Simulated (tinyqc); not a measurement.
A barrier in a uniform field, exact transmission by Airy functions: one step of the calculation.

The left lead has its band edge at 0, the barrier edge falls as U(x) = U0 - F x with F = V/d for 0 < x < d, and the right lead has its edge at -V. No transverse momentum; C = hbar^2/(2 m0); psi and psi'/m are continuous. M carries (psi, psi'/m) across the barrier.

Question. Transfer matrix. With a = Ai, a' = Ai', b = Bi, b' = Bi' at z1 (left edge) and z2 (right edge): M11 = pi (a2 b1' - b2 a1'), M12 = (pi/s)(b2 a1 - a2 b1), M21 = pi s (a2' b1' - b2' a1'), M22 = pi (b2' a1 - a2' b1).

Airy functions:
```
             Ai           Ai'           Bi          Bi'
z1  0.028683085  -0.044730471    3.8805179    5.0459178
z2  -0.31669602    0.47441826  -0.29550553  -0.56242154
```

s = -8.1235380 1/nm

Give: M (M12 in nm, M21 in 1/nm).

Answer.

M (M12 in nm, M21 in 1/nm):
```
         1         2
1  -5.0619  -0.47199
2  -60.452   -5.8343
```

Range of the model: Masses are held fixed, although real bands cease to be parabolic a few tenths of an eV from their edges.

Numbers from tinyqc (`OMP_NUM_THREADS=1 python tinyqc.py 2580010 2580011 out.jsonl`; about 0.01 s on one thread of a shared Intel Xeon 2.30GHz).
